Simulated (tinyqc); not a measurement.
When U turns negative: defect-molecule model of a vacancy with Jahn-Teller distortion.

Four dangling hybrids a, b, c, d point into the vacancy: H_ii = E0, and -gm between any two. A tetragonal distortion Q pairs a with b and c with d: those two couplings become -gm - I Q and the other four -gm + I Q/2, at an elastic cost k Q^2/2. The a1 level holds two electrons; charge states 2+, + and 0 put n = 0, 1, 2 more into the lowest level of t2 origin. Energy from the 2+ state at Q = 0, with the Fermi level mu counted from Ev: W_n(Q) = n (et - 2 I Q) + k Q^2/2 + Uc n (n - 1)/2 - n mu. et = E0 + gm is the undistorted t2 level.

Values chosen for the exercise (of the size used for the vacancy in silicon; shifted at random, so the results belong to these values and not to a real crystal):
- E0 = 0.08 eV (level of a dangling hybrid, from Ev)
- gm = 0.29 eV (coupling between two dangling hybrids)
- I = 1.21 eV/angstrom (Jahn-Teller coupling)
- Uc = 0.27 eV (repulsion of two electrons in one orbital)

The force constant is varied. E_JT = 2 I^2/k, E(2+/+) = et - E_JT, E(+/0) = et - 3 E_JT + Uc, U_eff = Uc - 2 E_JT.

Against k:
```
k (eV/angstrom^2)  E_JT (eV)  (2+/+) (eV)  (+/0) (eV)  U_eff (eV)  Q of the neutral state (angstrom)
8                     0.3660       0.0040     -0.4581     -0.4621                             0.6050
12                    0.2440       0.1260     -0.0921     -0.2180                             0.4033
16                    0.1830       0.1870      0.0910     -0.0960                             0.3025
24                    0.1220       0.2480      0.2740      0.0260                             0.2017
32                    0.0915       0.2785      0.3655      0.0870                             0.1512
48                    0.0610       0.3090      0.4570      0.1480                             0.1008
64                    0.0458       0.3242      0.5027      0.1785                             0.0756
96                    0.0305       0.3395      0.5485      0.2090                             0.0504
```

k at which U_eff = 0 = 21.69 eV/angstrom^2

What does the comparison show, and why?

Levels below 0 lie in the valence band. U_eff is negative for k below 4 I^2/Uc = 21.7: 3 of the 8 rows. The gain grows as n^2, so the second electron wins 3 E_JT where the first wins E_JT. For a stiff lattice the levels tend to et = 0.370 and et + Uc = 0.640 eV. Distortions above about 0.5 angstrom (1 of the rows) are beyond a linear coupling.

Run: tinyqc, `OMP_NUM_THREADS=1 python tinyqc.py 1451399 1451400 out.jsonl`; Intel(R) Xeon(R) Processor @ 2.30GHz, one thread, shared host; about 0.01 s of CPU time with all checks.
